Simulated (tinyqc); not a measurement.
Worked calculation: coupled-perturbed Hartree-Fock on RHF in the 6-31g basis, for He, spin multiplicity 1. The polarisability along this axis is zero because the basis has no function that the field can mix in; the real value is not. One step of it, computed by the program tinyqc.

Problem. Integrals over molecular orbitals. (pq|rs) = sum C_ip C_jq C_kr C_ls (ij|kl), one index at a time.

coefficients C:
```
             MO1        MO2
1He 1s  0.592081  -1.149818
1He 2s  0.513586   1.186959
```

core Hamiltonian H = T + V (hartree):
```
           1He 1s     1He 2s
1He 1s  -1.879626  -1.546409
1He 2s  -1.546409  -1.295190
```

Two-electron integrals (ij|kl) in chemists' order, unique and non-zero (hartree):
```
(11|11) 1.543936   (21|11) 0.785447   (21|21) 0.427025   (22|11) 0.803952
(22|21) 0.476190   (22|22) 0.615938
```

Give: one-electron integrals over orbitals h = C^T H C; Two-electron integrals over orbitals.

Solution.

one-electron integrals over orbitals h = C^T H C (hartree):
```
         1        2
1  -1.9410   0.3165
2   0.3165  -0.0887
```

Two-electron integrals over orbitals (pq|rs), unique and non-zero (hartree):
```
(11|11) 1.0269    (21|11) -0.3165   (21|21) 0.2277    (22|11) 0.8581
(22|21) -0.2556   (22|22) 0.7664
```
